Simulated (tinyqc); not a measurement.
From one set of inputs to another, one input at a time: switching kinetics of a ferroelectric film and the memory window of a ferroelectric gate stack. Computed by tinyqc, a small Python program. Command: `OMP_NUM_THREADS=1 python tinyqc.py 3013133 3013134 out.jsonl feswitch ladder`. One thread of a shared host (Intel(R) Xeon(R) Processor @ 2.30GHz), about 0.02 s of CPU time with the checks.

Fields in MV/cm; 1 microcoulomb/cm^2 over eps_0 is 11.29409 MV/cm. In the stack (metal, ferroelectric, interlayer, channel) the channel is taken as a conductor.

The inputs printed are set A. Inputs not listed in the table keep their values of set A, so the rows need not describe a real material.

Inputs (values chosen for the exercise, for a model hafnia-based film): saturation polarisation P_s = 14 microcoulomb/cm^2; ratio P_r/P_s = 0.77; coercive field E_c = 1.6 MV/cm; permittivity of the ferroelectric eps_F = 26; thickness t_F = 14 nm; permittivity of the interlayer eps_I = 3.9; interlayer thickness t_I = 1.2 nm; share s of P screened by trapped charge = 0.69; pulse height V = 4 V; time constant t_inf = 2.3e-10 s; activation field E_a = 5.7 MV/cm; Merz exponent alpha = 1; dimension n = 2; pulse length t_p = 2.7e-08 s; breakdown field of the interlayer = 14 MV/cm.

Kinetics: Kolmogorov-Avrami-Ishibashi (KAI).

Method:
- Saturated branches: P(E) = P_s tanh[(E -/+ E_c)/(2 delta)], delta = E_c/ln[(1 + P_r/P_s)/(1 - P_r/P_s)]; D = P + eps_0 eps_F E.
- At threshold the channel charge is negligible, so D = 0 on each branch: (1 - s) P(E) + eps_0 eps_F E = 0, with the screened share s. The rising branch has the root E0 between 0 and E_c; window = 2 E0 t_F; its upper bound is 2 E_c t_F.
- Series stack: V = E_F t_F + E_I t_I and eps_I E_I = eps_F E_F + (1 - s) P/eps_0. Before switching P = -P_r, after it P = +P_s; in retention V = 0 and P = +P_r.
- Merz's law: t1 = t_inf exp[(E_a/E)^alpha] at the mean of the fields before and after switching. KAI: switched share = 1 - exp[-(t/t1)^n].

Each row keeps all changes above it:
```
input moved                                         from       to  memory window (V)  E_I after switching (MV/cm)  switched share
set A                                                  -        -             2.3638                       20.119          1.0000
coercive field E_c (MV/cm)                           1.6     0.75             1.4990                       20.119          1.0000
activation field E_a (MV/cm)                         5.7      5.2             1.4990                       20.119          1.0000
share s of P screened by trapped charge             0.69     0.67             1.5265                       20.635          1.0000
time constant t_inf (s)                          2.3e-10  6.8e-09             1.5265                       20.635          0.0384
permittivity of the ferroelectric eps_F               26       44             1.2704                       23.189          0.0086
interlayer thickness t_I (nm)                        1.2      1.3             1.2704                       22.276          0.0062
saturation polarisation P_s (microcoulomb/cm^2)       14       24             1.5321                       26.944          0.0045
```

Memory window goes from 2.36 to 1.53, a factor 0.648 in all. The largest single move comes from coercive field E_c (a factor 0.634), and saturation polarisation P_s works against it (a factor 1.21). E_I after switching goes from 20.1 to 26.9, a factor 1.34 in all. The largest single move comes from saturation polarisation P_s (a factor 1.21), and interlayer thickness t_I works against it (a factor 0.961). Switched share goes from 1.000 to 0.00453, a factor 0.00453 in all. The largest single move comes from time constant t_inf (a factor 0.0384). The single moves hold for this order of the switches; the total does not depend on the order.

Caution (all rows): the interlayer field exceeds its breakdown field, so charge injection would change the fields. Caution (rows set A, saturation polarisation P_s): E_F after switching lies below E_c, so switching stalls before P_s and that state is not reached. Caution (all rows): the field changes much during switching, so one mean field is a crude stand-in.

Extremes, crossings and ranges named in words are read from the listed rows.
